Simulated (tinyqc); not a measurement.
A chain with uneven site energies and dephasing by Buettiker voltage probes: one step of the calculation.

Sites 1 to 4 form a chain with hopping -t. Lead L joins site 1 and lead R site 4, both semi-infinite chains with hopping -t and site energy 0. Every site carries a probe with self-energy -i Gamma_p/2 that draws no net current. Linear response at zero temperature: mu_L = 1, mu_R = 0 in units of the bias.

Task. Probe potentials and effective transmission. No current into probe p: W mu = T_pL with W_pp = T_pL + T_pR + sum_q T_pq and W_pq = -T_pq. Then T_eff = T_RL + sum_p T_pR mu_p, and the resistance is (h/2q^2)/T_eff.

Constants: q = 1.602176634e-19 C, h = 6.62607015e-34 J s. Results are converted to the units shown.

T_RL = 0.12078302

| probe | T_pL | T_pR |
|---|---|---|
| 1 | 0.52976662 | 0.04821397 |
| 2 | 0.11075974 | 0.05693053 |
| 3 | 0.06317424 | 0.39829900 |
| 4 | 0.04821397 | 0.09571449 |

T_pq:

|  | 1 | 2 | 3 | 4 |
|---|---|---|---|---|
| 1 | 0.00000000 | 0.04421290 | 0.02521779 | 0.01924598 |
| 2 | 0.04421290 | 0.00000000 | 0.02977689 | 0.02272544 |
| 3 | 0.02521779 | 0.02977689 | 0.00000000 | 0.15899235 |
| 4 | 0.01924598 | 0.02272544 | 0.15899235 | 0.00000000 |

Give: W; mu_p; T_eff; resistance.

Result.

W:

|  | 1 | 2 | 3 | 4 |
|---|---|---|---|---|
| 1 | 0.6667 | -0.0442 | -0.0252 | -0.0192 |
| 2 | -0.0442 | 0.2644 | -0.0298 | -0.0227 |
| 3 | -0.0252 | -0.0298 | 0.6755 | -0.1590 |
| 4 | -0.0192 | -0.0227 | -0.1590 | 0.3449 |

mu_p, probe 1 to 4: [0.8540, 0.6165, 0.2314, 0.3347]
T_eff = 0.3213
resistance = 40.18 kohm

tinyqc, about 0.01 s, one thread, Intel Xeon 2.30GHz (shared host): `OMP_NUM_THREADS=1 python tinyqc.py 2700126 2700127 out.jsonl`
